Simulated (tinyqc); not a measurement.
# Hopping conduction between localised states, step by step

A worked calculation. Computed by tinyqc, a small Python program that keeps every step. Command: `OMP_NUM_THREADS=1 python tinyqc.py 3011669 3011670 out.jsonl hop walk`. One thread of a shared host (Intel(R) Xeon(R) Processor @ 2.30GHz), about 0.01 s of CPU time with the checks. Intermediate numbers are printed to about 7 digits and carried at full precision; extremes and crossings named in words are read from the listed rows.

Energies are counted from the Fermi level. A small network shows the mechanism; the laws of an infinite system follow.

Inputs (values chosen for the exercise, for a model amorphous semiconductor): localisation length xi = 4.9 nm; density of states g_0 = 6.8e+19 1/(eV cm^3); permittivity eps = 5.1; activation energy E_a to extended states = 0.18 eV; prefactor of activated conduction = 71 S/cm; prefactor of hopping = 4.8 S/cm; conductance scale G_0 = 1 microsiemens; temperature T = 46 K.

Dimension: 3D.

sites of the small network (nm, nm, meV), columns x, y, energy:
```
[[0, 16.11, 1.56],
 [7.51, 3.7, 26.48],
 [14.96, 2.97, 7.53],
 [27.49, 10.92, -6.83],
 [38.1, 2.79, 5.22],
 [45.23, 0.26, -15.8],
 [54, 9.59, 0.49]]
```

Constants: k_B = 8.617333262e-05 eV/K; e^2/(4 pi eps_0) = 14.39964548 eV angstrom.

## Pair exponents

Miller-Abrahams exponent s_ij = 2 r_ij/xi + (|E_i| + |E_j| + |E_i - E_j|)/(2 k_B T); G_ij = G_0 exp(-s_ij). The diagonal is set to 0 and not used.

s_ij:
```
[[0.00000, 12.60076, 10.02668, 13.53519, 17.79085, 23.94139, 22.59444],
 [12.60076, 0.00000, 9.73555, 17.07441, 19.17140, 26.12588, 25.80736],
 [10.02668, 9.73555, 0.00000, 9.67947, 11.34479, 18.29003, 18.06177],
 [13.53519, 17.07441, 9.67947, 0.00000, 8.49568, 12.43343, 12.68065],
 [17.79085, 19.17140, 11.34479, 8.49568, 0.00000, 8.39075, 8.37525],
 [23.94139, 26.12588, 18.29003, 12.43343, 8.39075, 0.00000, 9.33594],
 [22.59444, 25.80736, 18.06177, 12.68065, 8.37525, 9.33594, 0.00000]]
```

## Kirchhoff solution

Site 1 is held at potential 1 and site 7 at 0; Kirchhoff's law sum_j G_ij (u_i - u_j) = 0 fixes the others; G = sum_j G_1j (1 - u_j). G_ij = G_0 exp(-s_ij).

potentials: [1.000000, 0.516353, 0.489053, 0.179025, 0.083749, 0.061809, 0.000000]

conductance G = 2.531977e-05 microsiemens

-ln(G/G_0) = 10.58392

## Critical path

Critical exponent s_c: the smallest value such that bonds with s_ij <= s_c connect site 1 with site 7.

critical exponent s_c = 10.02668

One such path is 1-3-4-5-7. -ln(G/G_0) = 10.58 against s_c = 10.03: the hardest unavoidable hop sets the conductance.

## The network against temperature

Miller-Abrahams exponent s_ij = 2 r_ij/xi + (|E_i| + |E_j| + |E_i - E_j|)/(2 k_B T); G_ij = G_0 exp(-s_ij). Site 1 is held at potential 1 and site 7 at 0; Kirchhoff's law sum_j G_ij (u_i - u_j) = 0 fixes the others; G = sum_j G_1j (1 - u_j). The last column is the length of the critical bond.

Network:
```
T (K)  -ln(G/G_0)       s_c  critical hop (nm)
14       15.78784  15.68676           23.14070
21       13.45851  13.60623           23.14070
32       11.66980  11.26437           14.83925
46       10.58392  10.02668           19.91133
69        9.65472   9.39348           19.91133
120       8.65212   8.48132           14.50545
230       7.88661   7.25663           14.50545
690       7.30215   6.36594           14.50545
```

-ln(G/G_0) follows s_c within 1.0. The critical hop is 23.1 nm long at the lowest T and 14.5 nm at the highest: on cooling the carrier goes farther to find a site of nearer energy, which is variable-range hopping, though in so small a sample not at every step.

## Variable-range laws

Mott: T_M = 21.2/(k_B g_0 xi^3), exponent (T_M/T)^(1/4), mean hop r = (3/8) xi times the exponent. Efros-Shklovskii: T_ES = 2.8 e^2/(4 pi eps eps_0 k_B xi), exponent (T_ES/T)^(1/2). Coulomb gap width g_0^(1/2) (e^2/(4 pi eps eps_0))^(3/2). The numerical coefficients come from percolation theory and are given.

T_M = 30751.47 K

T_ES = 1872.280 K

Mott exponent = 5.084837

Efros-Shklovskii exponent = 6.379791

mean hop by the Mott formula = 9.343387 nm

Coulomb gap = 39.12253 meV

The larger exponent, here Efros-Shklovskii, is the one that limits; the two are equal at T = 114 K, below which the Coulomb gap rules.

## Total conductivity

sigma = s_1 exp(-E_a/k_B T) + s_2 exp(-larger of the two exponents); reduced activation energy w = d ln(sigma)/d ln(T) by a central difference of +/- 1 %.

activated part = 1.350166e-18 S/cm

hopping part = 0.008138294 S/cm

conductivity = 0.008138294 S/cm

reduced activation energy w = 3.189988

Hopping carries 100 %. For sigma = s exp(-(T_0/T)^p), w = p (T_0/T)^p, so the slope of ln w against ln T gives -p.

Checks made by the program: current leaving the first site against current entering the last (relative difference below 1e-10).
